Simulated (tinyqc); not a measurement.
Worked calculation: cluster expansion of a binary alloy: correlations, fit, cross-validation and ground states. Computed by tinyqc, a small Python program that keeps every step. Command: `OMP_NUM_THREADS=1 python tinyqc.py 3010821 3010822 out.jsonl clex walk`. One thread of a shared host (Intel(R) Xeon(R) Processor @ 2.30GHz), about 0.08 s of CPU time with the checks. Intermediate numbers are printed to about 6 digits and carried at full precision; extremes and crossings named in words are read from the listed rows.

s = +1 for A and -1 for B. Energy per site E = J0 + J1 P(point) + sum over clusters of m V P, with P the mean product of spins; V > 0 on a pair favours unlike neighbours. Clusters per site m: pair 1 2, pair 2 2, pair 3 2, triplet 4; the triplet is two first-neighbour bonds at a right angle. Formation energies are counted from the line between pure A and pure B, which removes J0 and J1.

Inputs (values chosen for the exercise, for a model alloy):
```
quantity                     value      unit
first-pair interaction V1     14.3       meV
second-pair interaction V2    -3.2       meV
third-pair interaction V3   -0.047       meV
triplet interaction Vt        0.43       meV
noise amplitude                5.2  meV/site
temperature T                 1100         K
fraction x of B               0.24         -
```

Lattice: square.

Constants: k_B = 8.617333262e-05 eV/K.

## Design matrix

correlations P, counted on periodic cells:
```
                      point    pair 1    pair 2    pair 3   triplet
A                   1.00000   1.00000   1.00000   1.00000   1.00000
A3B p(2x2)          0.50000   0.00000   0.00000   1.00000  -0.50000
A3B c(4x2)          0.50000   0.00000   0.00000   0.50000  -0.50000
A2B diagonal rows   0.33333  -0.33333   0.33333  -0.33333  -0.33333
A2B rows            0.33333   0.33333  -0.33333   0.33333   0.33333
AB c(2x2)           0.00000  -1.00000   1.00000   1.00000   0.00000
AB p(2x1)           0.00000   0.00000  -1.00000   1.00000   0.00000
A2B2 rows           0.00000   0.50000   0.00000   0.00000   0.00000
AB2 diagonal rows  -0.33333  -0.33333   0.33333  -0.33333   0.33333
AB2 rows           -0.33333   0.33333  -0.33333   0.33333  -0.33333
AB3 p(2x2)         -0.50000   0.00000   0.00000   1.00000   0.50000
AB3 c(4x2)         -0.50000   0.00000   0.00000   0.50000   0.50000
B                  -1.00000   1.00000   1.00000   1.00000  -1.00000
```

Design matrix of formation energies: m (P - 1) for pairs and m (P(triplet) - P(point)) for the triplet; x = (1 - P(point))/2.

X:
```
                     pair 1    pair 2    pair 3   triplet
A                   0.00000   0.00000   0.00000   0.00000
A3B p(2x2)         -2.00000  -2.00000   0.00000  -4.00000
A3B c(4x2)         -2.00000  -2.00000  -1.00000  -4.00000
A2B diagonal rows  -2.66667  -1.33333  -2.66667  -2.66667
A2B rows           -1.33333  -2.66667  -1.33333   0.00000
AB c(2x2)          -4.00000   0.00000   0.00000   0.00000
AB p(2x1)          -2.00000  -4.00000   0.00000   0.00000
A2B2 rows          -1.00000  -2.00000  -2.00000   0.00000
AB2 diagonal rows  -2.66667  -1.33333  -2.66667   2.66667
AB2 rows           -1.33333  -2.66667  -1.33333   0.00000
AB3 p(2x2)         -2.00000  -2.00000   0.00000   4.00000
AB3 c(4x2)         -2.00000  -2.00000  -1.00000   4.00000
B                   0.00000   0.00000   0.00000   0.00000
```

## Formation energies

standard normal numbers for the noise (0 for the pure ends): A 0.000, A3B p(2x2) 0.228, A3B c(4x2) 1.027, A2B diagonal rows -0.840, A2B rows -0.591, AB c(2x2) -0.957, AB p(2x1) -0.222, A2B2 rows -0.620, AB2 diagonal rows 1.838, AB2 rows -2.053, AB3 p(2x2) 0.869, AB3 c(4x2) -0.921, B 0.000

Exact: X V with V = (V1, V2, V3, Vt). The data to fit add the noise amplitude times the normal numbers, standing for what the clusters leave out.

exact energies (meV/site): A 0.0000, A3B p(2x2) -23.9200, A3B c(4x2) -23.8730, A2B diagonal rows -34.8880, A2B rows -10.4707, AB c(2x2) -57.2000, AB p(2x1) -15.8000, A2B2 rows -7.8060, AB2 diagonal rows -32.5947, AB2 rows -10.4707, AB3 p(2x2) -20.4800, AB3 c(4x2) -20.4330, B 0.0000

data (meV/site): A 0.0000, A3B p(2x2) -22.7344, A3B c(4x2) -18.5326, A2B diagonal rows -39.2560, A2B rows -13.5439, AB c(2x2) -62.1764, AB p(2x1) -16.9544, A2B2 rows -11.0300, AB2 diagonal rows -23.0371, AB2 rows -21.1463, AB3 p(2x2) -15.9612, AB3 c(4x2) -25.2222, B 0.0000

## Normal equations for V1, V2, Vt

Leave out pair 3: A = X^T X and b = X^T E (E being the data with noise) over these three columns; solve A V = b. The root-mean-square error runs over the structures between the pure ends.

matrix A:
```
         V1       V2       Vt
V1  54.7778  40.2222   0.0000
V2  40.2222  53.7778   0.0000
Vt   0.0000   0.0000  78.2222
```

b (meV): 670.914  430.343  43.585

fitted V1, V2, Vt (meV): 14.1347  -2.5696  0.5572

root-mean-square error of the three-cluster fit = 5.45175 meV/site

The fit misses V1 by -0.17, V2 by +0.63 and Vt by +0.13 meV; the omitted V3 = -0.047 meV and the noise shift the fitted values.

## Which clusters to keep

For each set, H = X (X^T X)^-1 X^T over the structures between the ends; residual e = E - H E; leave-one-out error e_i/(1 - H_ii); both as root mean squares.

Fits:
```
clusters     fit error (meV/site)  leave-one-out error (meV/site)  largest H_ii
V1                        6.81773                          8.3001      0.292089
V1 V2                     5.65060                          7.8740      0.647925
V1 V3                     6.73289                         10.1435      0.516129
V1 V2 Vt                  5.45175                          8.3024      0.647925
V1 Vt                     6.65385                          8.7995      0.292089
V1 V2 V3                  5.65018                         10.0990      0.755266
V1 V3 Vt                  6.56689                         10.6404      0.516129
V1 V2 V3 Vt               5.45131                         10.4956      0.755266
```

leave-one-out error without pair 3 = 8.30242 meV/site

leave-one-out error with all four = 10.4956 meV/site

The fit error can only fall as clusters are added, to 5.45 meV with all four. The leave-one-out error is least for V1 V2 (7.87 meV), and all four give 10.50: the extra terms fit noise more than signal.

## Ground states by the convex hull

Height above the hull = E less the lowest straight line between two structures that bracket x (or the lowest structure at the same x). The three-term fit is X V with the fitted values.

Hull among these structures (meV/site):
```
structure                x   exact E  above hull  fitted E  above hull, fit
A                  0.00000    0.0000      0.0000    0.0000           0.0000
A3B p(2x2)         0.25000  -23.9200      4.6800  -25.3590           2.9104
A3B c(4x2)         0.25000  -23.8730      4.7270  -25.3590           2.9104
A2B diagonal rows  0.33333  -34.8880      3.2453  -35.7523           1.9403
A2B rows           0.33333  -10.4707     27.6627  -11.9941          25.6985
AB c(2x2)          0.50000  -57.2000      0.0000  -56.5388           0.0000
AB p(2x1)          0.50000  -15.8000     41.4000  -17.9911          38.5478
A2B2 rows          0.50000   -7.8060     49.3940   -8.9955          47.5433
AB2 diagonal rows  0.66667  -32.5947      5.5387  -32.7806           4.9120
AB2 rows           0.66667  -10.4707     27.6627  -11.9941          25.6985
AB3 p(2x2)         0.75000  -20.4800      8.1200  -20.9015           7.3679
AB3 c(4x2)         0.75000  -20.4330      8.1670  -20.9015           7.3679
B                  1.00000    0.0000      0.0000    0.0000           0.0000
```

lowest exact formation energy = -57.2 meV/site

On the exact hull: A, AB c(2x2), B. The fit finds the same set. A structure at zero height may lie on a tie line without being a vertex, and structures outside this list could lie lower.

## The random alloy and its short-range order

Random alloy: P(pair) = p^2, P(triplet) = p^3, p = 1 - 2x, so H_mix = (p^2 - 1) sum m V(pairs) + (p^3 - p) m Vt; G_mix = H_mix + k_B T [x ln x + (1 - x) ln(1 - x)]. To first order in 1/T the Warren-Cowley parameter of shell 1 is alpha_1 = -(1 - p^2) V_eff/(k_B T), V_eff = V1 + (number of triplets on a first-neighbour bond) p Vt, that number being 4.

mixing enthalpy H_mix = -16.7811 meV/site

mixing free energy G_mix = -69.0183 meV/site

alpha_1 = -0.116951

alpha_1 < 0: unlike neighbours are preferred.

Checks made by the program: leave-one-out formula against refits (relative difference below 1e-10).
